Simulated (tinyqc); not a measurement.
What moves the results: BHZ model on a square lattice (one spin block). A value that a table varies takes the place of the one given here.

h(k) = e0 + d.s with s the Pauli matrices in the basis (E, H), k in units of 1/a: dx = (A/a) sin kx, dy = (A/a) sin ky, dz = M - (2B/a^2)(2 - cos kx - cos ky), e0 = -(2D/a^2)(2 - cos kx - cos ky). The other spin block is h*(-k). For small k this is the continuum model with dz = M - B k^2.

Ribbon along x with N rows: cos ky and sin ky become hoppings between rows, block (A/a) sy/(2i) + (B/a^2) sz + D/a^2 from row n to n + 1, and the rows end at hard walls; width (N + 1) a.

Parameters, chosen for this exercise (of the size used for HgTe wells; not measured data):
```
symbol  value          unit           meaning
A       3.29           eV angstrom
B       -70.4          eV angstrom^2
D       -54.5          eV angstrom^2
M       -0.014         eV             mass term
a       40             angstrom       grid spacing
k       (-0.42, 0.47)  1/a            wave vector
```

## Gap of the edge states against width

penetration = 357.17 angstrom
E at kx = 0 = 10.8381 meV

The two middle levels of the ribbon at kx = 0. The continuum edge state has E = -D M/B and penetration 1/Re(l1), l1 = F - sqrt(F^2 - M/B), F = |A|/(2 sqrt(B^2 - D^2)).

Edge levels:
```
N   width (nm)  lower (meV)  upper (meV)  gap (meV)
6         28.0        5.387       28.673    23.2854
10        44.0        7.902       18.365    10.4632
14        60.0        9.070       14.576     5.5060
20        84.0        9.939       12.349     2.4104
28       116.0       10.453       11.358     0.9045
40       164.0       10.731       10.959     0.2287
56       228.0       10.819       10.857     0.0380
```

The two edges of one spin block overlap and open a gap, 23.29 meV at 28 nm and 0.0380 meV at 228 nm, against a bulk gap 2|M| = 28.0 meV at Gamma and a penetration of 35.7 nm. Between the last two widths the gap falls as exp(-W/35.7 nm). The mean of the pair in the widest ribbon is 10.838 meV, against 10.838 for the continuum edge.

## Through the transition

M is varied. Direct gap at Gamma 2|M|; smallest direct gap on kx = 0 to 1 in steps of 0.01; nu = 1 for M/B > 0, else 0; middle gap of a ribbon of 40 rows at kx = 0 (block (A/a) sy/(2i) + (B/a^2) sz + D/a^2 between rows, hard walls).

Against M (meV):
```
M    2|M|  smallest direct gap  nu  ribbon gap
-40  80.0                80.00   1       0.000
-25  50.0                50.00   1       0.009
-15  30.0                30.00   1       0.174
-8   16.0                16.00   1       1.063
-3    6.0                 6.00   1       3.422
3     6.0                 6.00   0      10.628
8    16.0                16.00   0      19.167
15   30.0                30.00   0      32.280
30   60.0                60.00   0      61.548
```

With B < 0, negative M is inverted. There edge states cross the bulk gap: the ribbon gap is 0.009 against 50.0 meV at M = -25 meV, and 3.422 against 6.0 at -3 meV, while for positive M confinement raises it above 2|M| (32.28 against 30 meV at M = 15 meV). The smallest direct gap stays at Gamma on all rows.

## What each parameter does

Levels at k and dz there. Each row changes one parameter from the base and keeps the others.

Results:
```
case                      lower (meV)  upper (meV)  dz (meV)
base                          -36.917       63.533     3.190
A = 3.619 eV angstrom         -41.920       68.536     3.190
B = -77.44 eV angstrom^2      -37.056       63.671     4.909
D = -43.6 eV angstrom^2       -39.579       60.871     3.190
M = -0.009 eV                 -37.481       64.096     8.190
a = 42 angstrom               -35.693       59.834     1.592
```

The largest shifts from the base row, up to three for each result and ties (the steps differ in size, so this ranks the rows, not the parameters). lower (meV): A -5.003, D -2.662, a +1.224. upper (meV): A +5.003, a -3.699, D -2.662. dz (meV): M +5.000, B +1.719, a -1.598; unchanged at the printed digits by A and D. D shifts both levels alike and leaves the states, so it cannot change the topology while the gap stays open.

Computed by tinyqc, a small Python program: `OMP_NUM_THREADS=1 python tinyqc.py 1480394 1480395 out.jsonl` (the numbers bound the seed that draws the inputs); one thread of a shared host (Intel(R) Xeon(R) Processor @ 2.30GHz), about 0.1 s for the whole set of steps.
